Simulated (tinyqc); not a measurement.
A particle near a wafer in liquid: double-layer and van der Waals forces (DLVO), deposition barrier and removal. From one set of inputs to another, one input at a time. Computed by tinyqc, a small Python program. Command: `OMP_NUM_THREADS=1 python tinyqc.py 3112761 3112762 out.jsonl dlvo ladder`. One thread of a shared host (Intel(R) Xeon(R) Processor @ 2.30GHz), about 0.01 s of CPU time with the checks.

Sphere and flat wall, Derjaguin approximation, constant potentials in the linear-superposition form, no retardation and no hydration force.

The inputs printed are set A. Inputs not listed in the table keep their values of set A, so the rows need not describe a real material.

Inputs (values chosen for the exercise, of the order of those for ceria on silica in water): particle radius R = 10 nm; Hamaker constant A = 1.4e-20 J; potential of the particle psi_1 = 56 mV; potential of the wafer psi_2 = -27 mV; salt concentration c = 0.048 mol/L; valence z of the symmetric salt = 1; temperature T = 323 K; dielectric constant of the liquid = 69.9; contact distance h0 = 0.4 nm; contact radius over R = 0.14; viscosity = 0.69 mPa s.

Constants: e = 1.602176634e-19 C; N_A = 6.02214076e+23 1/mol; eps_0 = 8.8541878128e-12 F/m; k_B = 1.380649e-23 J/K; k_B = 8.617333262e-05 eV/K.

Method. kappa^2 = 2 z^2 e^2 N_A (1000 c)/(eps eps_0 k_B T); gamma_i = tanh(z e psi_i/(4 k_B T)); Z = 64 pi eps eps_0 (k_B T/(z e))^2 gamma_1 gamma_2. Adhesion F_a = A R/(6 h0^2) [1 + a^2/(R h0)] - kappa Z R exp(-kappa h0), a the contact radius. Drag in a shear flow F_d = 1.7 x 6 pi mu R^2 G, acting at 1.4 R; rolling starts when 1.4 R F_d = a F_a. Wall shear stress = mu G.

Each row keeps all changes above it:
```
input moved                              from       to  net adhesion F_a (pN)  wall shear stress for rolling (Pa)
set A                                       -        -                    276                                8599
particle radius R (nm)                     10       87                   7184                                2962
contact distance h0 (nm)                  0.4      0.3                  15621                                6441
Hamaker constant A (J)                1.4e-20  5.4e-21                   6360                                2622
salt concentration c (mol/L)            0.048   0.0067                   6049                                2494
temperature T (K)                         323      298                   6054                                2496
contact radius over R                    0.14    0.095                   3386                                 947
potential of the particle psi_1 (mV)       56       39                   3321                                 929
```

net adhesion F_a goes from 276 to 3320, a factor 12.1 in all. The largest single move comes from particle radius R (a factor 26.1), and Hamaker constant A works against it (a factor 0.407). Wall shear stress for rolling goes from 8600 to 929, a factor 0.108 in all. The largest single move comes from particle radius R (a factor 0.344), and contact distance h0 works against it (a factor 2.17). The single moves hold for this order of the switches; the total does not depend on the order.

Extremes, crossings and ranges named in words are read from the listed rows.
